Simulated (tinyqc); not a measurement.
AlGaN/GaN HEMT with access regions, lumped model: one step of the calculation.

A polarisation-induced electron sheet under a Schottky gate, in series with two ungated access regions and contacts. Drift law v = mu E/(1 + mu E/vs) under the gate. Currents in mA/mm, resistances in ohm mm. No self-heating, no channel-length modulation; fits for polarisation, barrier and offset are chosen for the exercise.

Task. Polarisation charge, threshold and sheet resistance. sigma = (5e13 x + 1.6e13 x^2) cm^-2, phiB = 0.84 + 1.3 x, dEc = 0.7 (1.71 x + x^2) in volts, Cb = eps0 eps_r/d, VT = phiB - dEc - q sigma/Cb, access density n0 = -Cb VT/q. Rsh = 1/(q mu n0); largest access current q n0 vs.

Values chosen for this exercise; values close to those of AlGaN/GaN structures:

| symbol | value | unit | meaning |
|---|---|---|---|
| x | 0.33 |  | aluminium share of the barrier |
| d | 15 | nm | barrier thickness |
| eps_r | 9.2 |  | relative permittivity of barrier and channel |
| mu | 1600 | cm^2/(V s) | channel mobility |
| vs | 1.2e7 | cm/s | saturation velocity |

Constants: q = 1.602176634e-19 C, eps0 = 8.8541878128e-14 F/cm where lengths are in cm. Results are converted to the units shown.

Wanted: sigma; Cb; VT; n0; Rsh; q n0 vs.

Result.

sigma = 1.824e13 cm^-2
Cb = 0.5431 uF/cm^2
VT = -4.584 V
n0 = 1.554e13 cm^-2
Rsh = 251.1 ohm
q n0 vs = 2987 mA/mm

Numbers from tinyqc (`OMP_NUM_THREADS=1 python tinyqc.py 2570129 2570130 out.jsonl`; about 0.02 s on one thread of a shared Intel Xeon 2.30GHz).
